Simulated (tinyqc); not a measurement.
# Worked calculation: read current of a NAND string, cells in series solved by shooting

Numbers from tinyqc (`OMP_NUM_THREADS=1 python tinyqc.py 2142096 2142097 out.jsonl`; about 0.6 s on one thread of a shared Intel Xeon 2.30GHz). Printed values are rounded.

Cells in series, numbered from 0 at the source line (0 V) to the bit line, each followed by a gap resistance Rg. A cell with gate Vg, threshold VT, source Vs and drain Vd passes I = 2 nf K Vt^2 [F(Vs) - F(Vd)]/(1 + th max(Vg - VT, 0)), F(V) = ln^2(1 + exp((Vg - VT - nf V)/(2 nf Vt))). The selected cell has Vg = Vr, the others Vg = Vp.

Parameters, values chosen for the exercise; values of the order met in vertical NAND strings:

| symbol | value | unit | meaning |
|---|---|---|---|
| T | 300 | K | temperature |
| K | 7.5 | uA/V^2 | gain factor of a cell |
| nf | 1.7 |  | slope factor |
| th | 0.03 | 1/V | mobility reduction factor |
| Rg | 1.5 | kohm | resistance of the gap between cells |
| Vbl | 0.5 | V | bit-line voltage |
| Vp | 7.2 | V | pass voltage |
| Vr | 3.97 | V | read voltage on the selected word line |

Constants: q = 1.602176634e-19 C, kB = 1.380649e-23 J/K, Vt = kB T/q. Results are converted to the units shown.

## Step 1: node voltages for a trial current

first trial current = 0.81 uA

```
cell,thresholds from the source end (V)
0,-2.3
1,4.5
2,-2.3
3,2.1
4,4.5
5,4.5
```

For a trial current I start at 0 V and, cell by cell (the selected one is cell 3), solve for the drain: sqrt(F(Vd)) = sqrt(F(Vs) - I/k), k = 2 nf K Vt^2/(1 + th max(Vg - VT, 0)), Vd = [Vg - VT - 2 nf Vt ln(exp(sqrt F) - 1)]/nf, then add I Rg.

```
cell,"node voltage after each cell and gap, trial 1 (V)"
0,0.0158426
1,0.0613573
2,0.0773627
3,0.146437
4,0.196098
5,0.247550
```

## Step 2: node voltages for a trial current

second trial current = 1.3 uA

As before.

```
cell,"node voltage after each cell and gap, trial 2 (V)"
0,0.0254450
1,0.0995900
2,0.125463
3,0.245002
4,0.331679
5,0.424641
```

## Course of the secant iteration

Secant steps on the end voltage less Vbl, from the two trials; a trial above the saturation current of a cell has no solution and is moved halfway to the previous trial. Stop below 1e-9 V.

Course of the iteration:
```
iteration,I (uA),end voltage - Vbl (V),halvings
1,1.50851,9.59e-3,0
2,1.48497,-3.62e-4,0
3,1.48582,-1.74e-6,0
4,1.48583,3.16e-10,0
```

Converged in 4 iterations to I = 1.4858 uA. The selected cell takes 27.8 % of the bit-line voltage and the gaps together 2.67 %.
